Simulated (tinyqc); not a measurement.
Tunnelling through a gate dielectric, WKB transmission and Tsu-Esaki current: two steps of the calculation.

Electrons leave the emitter at x = 0. Energies E (motion across the layers) are in eV from the emitter Fermi level; the collector Fermi level lies at -V and offers states at every E. No charge in the dielectric and no image force: F1 = V/t1, U = phi1 - F1 x. With C = hbar^2/(2 m0), kappa = sqrt(m (U - E)/C) where U > E and 0 elsewhere; T(E) = exp(-S), S = 2 times the integral of kappa over x.

Values chosen for this exercise; dielectric values close to those of silicon dioxide:
```
symbol  value  unit                                                        meaning
T         350     K                                                    temperature
Ef        1.7    eV              Fermi energy of the emitter above its band bottom
me       0.26    m0                            emitter mass in the supply function
phi1      3.2    eV  barrier of layer 1 above the emitter Fermi level at zero bias
m1       0.49    m0                                     tunnelling mass of layer 1
t1        3.6    nm                                           thickness of layer 1
V         4.7     V                                  voltage across the dielectric
E        0.15    eV                                energy of the electron followed
nc          6                                                  cells in each layer
Ea      -0.71    eV                                   lower end of the energy grid
Eb       0.39    eV                                   upper end of the energy grid
nE         11                                            points of the energy grid
```

Constants: q = 1.602176634e-19 C, kB = 1.380649e-23 J/K, hbar = 1.054571817e-34 J s, m0 = 9.1093837015e-31 kg, Vt = kB T/q, hbar^2/(2 m0) = 0.0380998212 eV nm^2. Results are converted to the units shown.

Question 1. WKB exponent by the midpoint rule. Cut each layer into nc equal cells, take U and kappa at the cell centres, and sum S = 2 sum kappa h.

Give: x; U; kappa; S; T(E).

Answer 1.

| cell | x (nm) | U (eV) | kappa (1/nm) |
|---|---|---|---|
| 0 | 0.300 | 2.808 | 5.847 |
| 1 | 0.900 | 2.025 | 4.911 |
| 2 | 1.500 | 1.242 | 3.747 |
| 3 | 2.100 | 0.458 | 1.991 |
| 4 | 2.700 | -0.325 | 0.000 |
| 5 | 3.300 | -1.108 | 0.000 |

S = 19.80
T(E) = 2.529e-9

Question 2. Current density on a coarse energy grid. Each layer adds (2/F) sqrt(m/C) [G(u at its left edge) - G(u at its right edge)] to S, with u = U - E (0 where negative) and G(u) = (2/3) u^1.5. The slope follows from 1/d = -dS/dE.

J = J0 times the integral of T(E) N(E) dE, N = ln[(1 + exp(-E/Vt))/(1 + exp((-E - V)/Vt))], J0 = q^2 me m0 kB T/(2 pi^2 hbar^3) (times 1e-4 for A/cm^2 per eV), by Simpson's rule on nE equally spaced points from Ea to Eb.

Find: E; T(E); N; T(E) N; J0; J.

Answer 2.

| point | E (eV) | T(E) | N | T(E) N |
|---|---|---|---|---|
| 0 | -0.7100 | 5.037e-13 | 23.54 | 1.186e-11 |
| 1 | -0.6000 | 1.650e-12 | 19.89 | 3.282e-11 |
| 2 | -0.4900 | 5.313e-12 | 16.25 | 8.631e-11 |
| 3 | -0.3800 | 1.682e-11 | 12.60 | 2.119e-10 |
| 4 | -0.2700 | 5.229e-11 | 8.952 | 4.681e-10 |
| 5 | -0.1600 | 1.598e-10 | 5.310 | 8.483e-10 |
| 6 | -0.0500 | 4.793e-10 | 1.832 | 8.781e-10 |
| 7 | 0.0600 | 1.412e-9 | 0.1282 | 1.810e-10 |
| 8 | 0.1700 | 4.080e-9 | 0.003559 | 1.452e-11 |
| 9 | 0.2800 | 1.157e-8 | 9.293e-5 | 1.075e-12 |
| 10 | 0.3900 | 3.218e-8 | 2.422e-6 | 7.795e-14 |

J0 = 1.269e8 A/(cm^2 eV)
J = 0.03725 A/cm^2

The integrand peaks at E = -0.0500 eV among these points.

Range of the model: The field of 13.1 MV/cm is more than most gate dielectrics sustain; the model ignores breakdown.

Computed by the program tinyqc: `OMP_NUM_THREADS=1 python tinyqc.py 2540041 2540042 out.jsonl`, one thread of a shared Intel Xeon 2.30GHz, about 0.03 s for the whole run.
